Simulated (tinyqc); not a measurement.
Comparisons within one model: ellipsoidal valleys in the axes of a wafer and a channel. A value that a table varies takes the place of the one given here.

Valleys with axes a along [111], [1-1-1], [-11-1] and [-1-11], one whole valley each; inverse mass tensor w = 1/mt + (1/ml - 1/mt) a a. Device axes: z = nz/|nz|, x = nx/|nx|, y = z cross x; in them a = (ax, ay, az). Confinement mass mz = 1/w_zz. In the plane w_ij is replaced by u_ij = w_ij - w_iz w_jz/w_zz (i, j = x, y); density-of-states mass md = 1/sqrt(det u); conductivity mass along x mc = 1/u_xx; ballistic transport mass mx = u_yy/det u, width mass my = 1/u_yy.

Hard walls: E_n = c (n pi/t)^2/mz, c = hbar^2/2m0, n = 1, 2, 3. Non-degenerate share of a valley proportional to md sum_n exp(-E_n/kT); mean 1/mc = sum of share/mc. 1 nm = 10 angstrom.

Constants: hbar^2/2m0 = 3.80998211 eV angstrom^2; kB = 8.617333262e-05 eV/K.

Inputs chosen for the exercise (near those of the L valleys of Ge; not measured data): ml = 1.58 m0 (longitudinal mass); mt = 0.082 m0 (transverse mass); t = 5.9 nm (thickness of the film); T = 400 K (temperature); nz = (1, 1, 1) (surface normal (confinement)); nx = (1, -1, 0) (channel direction).

## Wafer and channel orientation

For each face/channel: the lowest ladder (mz, number of valleys, md, E1, share) and the mean conductivity mass over all valleys.

Results:

| face/channel | mz | valleys | md | E1 (meV) | share | mean mc |
|---|---|---|---|---|---|---|
| (001)/[110] | 0.120 | 4 | 0.298 | 90.1 | 1.000 | 0.1524 |
| (100)/[011] | 0.120 | 4 | 0.298 | 90.1 | 1.000 | 0.1524 |
| (110)/[1-10] | 0.223 | 2 | 0.218 | 48.5 | 0.873 | 0.0891 |
| (111)/[1-10] | 1.580 | 1 | 0.082 | 6.8 | 0.779 | 0.0915 |
| (112)/[11-1] | 0.521 | 1 | 0.143 | 20.7 | 0.701 | 0.1857 |
| (210)/[001] | 0.190 | 2 | 0.236 | 56.8 | 0.825 | 0.2439 |
| (110)/[1-11] | 0.223 | 2 | 0.218 | 48.5 | 0.873 | 0.1200 |

The mean conductivity mass is lowest, 0.0891, for (110)/[1-10] and highest, 0.2439, for (210)/[001]; the bulk value is 0.1199. The confinement energy is lowest on the face with the heaviest mz ((111), 7 meV). The density of states of the lowest ladder, valleys times md, runs between 0.082 and 1.191; a small value limits the charge through the quantum capacitance.

## Thickness of the film

Share of the lowest ladder and mean conductivity mass.

Results:

| t (nm) | lowest E1 (meV) | spread of E1 (meV) | share of the lowest ladder | mean mc |
|---|---|---|---|---|
| 2.0 | 59.5 | 966.2 | 1.000 | 0.0820 |
| 3.0 | 26.4 | 429.4 | 1.000 | 0.0820 |
| 4.0 | 14.9 | 241.5 | 0.991 | 0.0823 |
| 5.0 | 9.5 | 154.6 | 0.917 | 0.0853 |
| 7.0 | 4.9 | 78.9 | 0.610 | 0.1004 |
| 10.0 | 2.4 | 38.6 | 0.364 | 0.1171 |
| 14.0 | 1.2 | 19.7 | 0.244 | 0.1273 |

The spread falls as 1/t^2 and passes kT = 34.5 meV between t = 10 and 14 nm; the share of the lowest ladder goes from 1.000 to 0.244 and the mean mass goes from 0.0820 to 0.1273, against 0.1268 for equal shares, the limit of a thick film (the bulk value 3/(1/ml + 2/mt) is 0.1199; the two differ since axes are tilted in the x-z plane and in a quantised film no valley carries current across it; once scattering blurs the subbands the bulk value returns). Three subbands a valley become too few once E3 nears kT.

## What each parameter does

Lowest E1, its share and the mean conductivity mass. Each row changes one parameter from the base and keeps the others.

Results:

| case | lowest E1 (meV) | share | mean mc (m0) |
|---|---|---|---|
| base | 6.84 | 0.7793 | 0.0915 |
| ml = 1.422 m0 | 7.60 | 0.7781 | 0.0915 |
| mt = 0.09 m0 | 6.84 | 0.7322 | 0.1029 |
| t = 5.31 nm | 8.44 | 0.8740 | 0.0872 |
| T = 440 K | 6.84 | 0.7318 | 0.0939 |

The largest shifts from the base row, up to three for each result and ties (the steps differ in size, so this ranks the rows, not the parameters). lowest E1 (meV): t +1.60, ml +0.76; unchanged at the printed digits by mt and T. share: t +0.0947, T -0.0475, mt -0.0471. mean mc (m0): mt +0.0114, t -0.0043, T +0.0023; unchanged at the printed digits by ml.

Program tinyqc; command `OMP_NUM_THREADS=1 python tinyqc.py 1850013 1850014 out.jsonl`; about 0.01 s on one thread of a shared Intel(R) Xeon(R) Processor @ 2.30GHz.
